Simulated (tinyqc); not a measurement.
# Programming of a floating-gate cell by Fowler-Nordheim tunnelling: effects of single changes

Per tunnel area the floating gate has Ctun = 3.9 eps0/tox to the channel (0 V) and Ccg to the control gate, Ct = Ctun/(1 - ag), no other coupling. With the threshold shift U = -Q/Ccg the field is F = ag (Vg - U)/tox, and dU/dt = J/Ccg. Fowler-Nordheim: J = A F^2 exp(-B/F), A = q^2/(16 pi^2 hbar mo phi) (times 1e14 for A/cm^2 with F in V/nm, emitter mass m0), B = (4/3) sqrt(mo/C) phi^1.5, C = hbar^2/(2 m0).

Values chosen for this exercise; oxide values close to those of silicon dioxide:
- phi = 3.08 eV (tunnel barrier)
- mo = 0.5 m0 (tunnelling mass)
- tox = 9.8 nm (tunnel oxide thickness)
- ag = 0.67 (coupling ratio Ccg/Ct)
- Vt0 = -0.6 V (threshold shift at the start)
- Vg = 16 V (control-gate voltage)

Constants: q = 1.602176634e-19 C, hbar = 1.054571817e-34 J s, m0 = 9.1093837015e-31 kg, eps0 = 8.8541878128e-14 F/cm where lengths are in cm, hbar^2/(2 m0) = 0.0380998212 eV nm^2. Results are converted to the units shown.

Each table varies one quantity; the others keep the values above.

## Programming by a staircase of pulses

Pulse i = 1, 2, ... has the height 14.5 V + (i - 1) 0.2 V and lasts 55 us; each starts from the U that the last one left. Exact: exp(B/F(t)) = exp(B/F(0)) + K t, K = A B ag/(Ccg tox), and U = Vg - tox F/ag.

Programming by a staircase of pulses:
```
N   last pulse (V)    U (V)  gain of the last pulse (V)  F at its end (V/nm)
1            14.50  -0.5208                     0.07919                1.027
2            14.70  -0.4239                     0.09687                1.034
3            14.90  -0.3094                      0.1145                1.040
4            15.10  -0.1783                      0.1311                1.045
6            15.50   0.1260                      0.1584                1.051
8            15.90   0.4714                      0.1767                1.055
11           16.50    1.033                      0.1910                1.057
14           17.10    1.618                      0.1967                1.058
18           17.90    2.412                      0.1991                1.059
```

Read the table: what changes, and by how much?

The gain of a pulse rises from 0.0792 to 0.199 V and settles at the step of 0.2 V: the field at the end of a pulse becomes steady, 1.06 V/nm, so U follows the gate one to one whatever it started from. It is within 5 % of the step from pulse 11 on among the rows. In every row the field stays above 10 MV/cm, which wears the oxide.

## Effect of the coupling ratio

Same model as above.

After 0.001 s.

Effect of the coupling ratio:
```
ag    F(0) (V/nm)  F (V/nm)  J (A/cm^2)    U (V)
0.42       0.7114    0.7114    5.839e-9  -0.6000
0.47       0.7961    0.7961    3.619e-7  -0.5988
0.52       0.8808    0.8794    9.884e-6  -0.5734
0.57       0.9655    0.9493    1.025e-4  -0.3213
0.63        1.067    0.9853    3.016e-4   0.6732
0.68        1.152    0.9950    3.977e-4    1.661
0.73        1.237     1.002    4.885e-4    2.545
0.78        1.321     1.010    6.123e-4    3.305
```

What does the table show?

The starting field rises from 0.711 to 1.32 V/nm and U rises from -0.600 to 3.31 V. Between the last two rows 0.01 of coupling is worth 152 mV. In 2 of the 8 rows the starting field exceeds 12 MV/cm, where the oxide would wear out or break down quickly.

Range of the model: Programming fields of 10 MV/cm and more wear the oxide; trapping and the channel potential are ignored.

tinyqc, about 0.02 s, one thread, Intel Xeon 2.30GHz (shared host): `OMP_NUM_THREADS=1 python tinyqc.py 2130147 2130148 out.jsonl`
